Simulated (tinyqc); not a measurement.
# Doping and flat-band voltage from two insulator thicknesses

Question. A junctionless wire is fully depleted at VT = Vfb - q Nd R^2/(4 eps0 eps_r) - q Nd R^2 ln(1 + tox/R)/(2 eps0 eox). Find Nd and Vfb.

Values chosen for this exercise; material values close to those of gallium arsenide:
- eps_r = 12.7 (relative permittivity of the semiconductor)
- eox = 9 (relative permittivity of the gate insulator)
- R = 6 nm (wire radius)

Constants: q = 1.602176634e-19 C, eps0 = 8.8541878128e-14 F/cm where lengths are in cm. Results are converted to the units shown.

VT at tox = 7 and 15 nm (V): 0.84269844  0.77153936

Answer. The difference of the thresholds is proportional to Nd and holds no Vfb.

Nd = 4.10e18 cm^-3
Vfb = 1.01 V

Computed by the program tinyqc: `OMP_NUM_THREADS=1 python tinyqc.py 2460162 2460163 out.jsonl`, one thread of a shared Intel Xeon 2.30GHz, about 0.01 s for the whole run.
